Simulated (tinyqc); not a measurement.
Landau-Devonshire theory of a uniaxial ferroelectric. Changing the temperature T. Computed by tinyqc, a small Python program. Command: `OMP_NUM_THREADS=1 python tinyqc.py 3007174 3007175 out.jsonl ferro sweep`. One thread of a shared host (Intel(R) Xeon(R) Processor @ 2.30GHz), about 0.02 s of CPU time with the checks.

G(P) = (alpha/2) P^2 + (beta*/4) P^4 + (gamma/6) P^6 - E P per volume, SI units, one domain, P along the polar axis, which is normal to the film.

Inputs (values chosen for the exercise, modelled on lead titanate):
```
quantity                           value         unit
alpha_0                           772000  J m/(C^2 K)
Curie-Weiss temperature T0           752            K
beta                           -2.78e+08    J m^5/C^4
gamma                           1.51e+09    J m^9/C^6
misfit strain u_m                 -0.019            -
electrostriction Q12              -0.026      m^4/C^2
compliance s11 + s12             5.5e-12        m^2/N
film thickness d                      17           nm
screening length lambda           0.0088           nm
background permittivity eps_b         20            -
gradient coefficient g           6.8e-10    J m^3/C^2
```

Sample: epitaxial film.

Constants: eps_0 = 8.8541878128e-12 F/m.

Method:
- alpha = alpha_0 (T - T0*), with clamping: T0* = T0 + 4 Q12 u_m/(alpha_0 (s11 + s12)), beta* = beta + 4 Q12^2/(s11 + s12).
- Ps^2 = [-beta* + sqrt(beta*^2 - 4 alpha gamma)]/(2 gamma).
- chi = 1/(eps_0 G''), G'' = alpha + 3 beta* P^2 + 5 gamma P^4 at Ps. Ps, chi and the coercive field are for perfect screening, without a depolarising field. The intrinsic coercive field is |alpha P + beta* P^3 + gamma P^5| at the P_c where G'' = 0. 1 C/m^2 = 100 microcoulomb/cm^2.
- With the term (g/2) (dP/dx)^2, (g/2) P'^2 = G(P) - G(Ps) across the wall: energy = int_(-Ps)^(Ps) sqrt(2 g [G(P) - G(Ps)]) dP (40 Gauss-Legendre points); width = 2 Ps over the slope at P = 0, sqrt(2 |G(Ps)|/g). Elastic coupling inside the wall is left out.
- Between shorted electrodes with screening length lambda each, the depolarising field is -k P, k = 2 lambda/(eps_0 (d + 2 lambda eps_b)), so alpha turns into alpha + k.
- The polar state is the lowest uniform state while alpha + k < 0 (beta* > 0) or < 3 beta*^2/(16 gamma) (beta* < 0); setting the equality gives the critical thickness d_c.

One run for each value; columns: (1) temperature T (K); (2) spontaneous polarisation Ps (microcoulomb/cm^2); (3) susceptibility chi; (4) intrinsic coercive field (MV/m); (5) wall energy (mJ/m^2); (6) critical thickness d_c (nm):
```
(1)    (2)    (3)    (4)    (5)    (6)
301  78.57  44.01  280.5  473.8  2.458
350  77.39  46.62  261.1  446.8  2.617
399  76.15  49.55  242.0  419.9  2.794
449  74.83  52.94  222.9  392.5  2.999
498  73.47  56.73  204.5  365.8  3.227
547  72.04  61.10  186.4  339.1  3.489
597  70.49  66.30  168.4  311.9  3.798
646  68.87  72.32  151.2  285.4  4.154
744  65.29  88.26  118.0  232.6  5.087
```

Give the missing row, temperature T (K) = 695.

Computed row; columns: (1) temperature T (K); (2) spontaneous polarisation Ps (microcoulomb/cm^2); (3) susceptibility chi; (4) intrinsic coercive field (MV/m); (5) wall energy (mJ/m^2); (6) critical thickness d_c (nm):
```
(1)    (2)    (3)    (4)    (5)    (6)
695  67.15  79.51  134.3  258.9  4.577
```

Interpolating between the two neighbouring rows (linearly) misses most in susceptibility chi, by 0.98 %. Over the rows, spontaneous polarisation Ps (microcoulomb/cm^2) falls from 78.6 to 65.3 (exponent d ln y / d ln x -0.10 between the first rows and -0.41 between the last); susceptibility chi rises from 44.0 to 88.3 (exponent d ln y / d ln x 0.38 between the first rows and 1.5 between the last); intrinsic coercive field (MV/m) falls from 280 to 118 (exponent d ln y / d ln x -0.47 between the first rows and -1.9 between the last). Ps^2 falls from 6170 to 4260 and 1/chi from 0.0227 to 0.0113: the well gets shallower as alpha shrinks in size, so the crystal softens to the field and thin films lose P sooner.

Caution (rows 301, 350, 399, 449, 498, 547, 597): far below T0* the expansion with linear alpha(T) is only a fit.
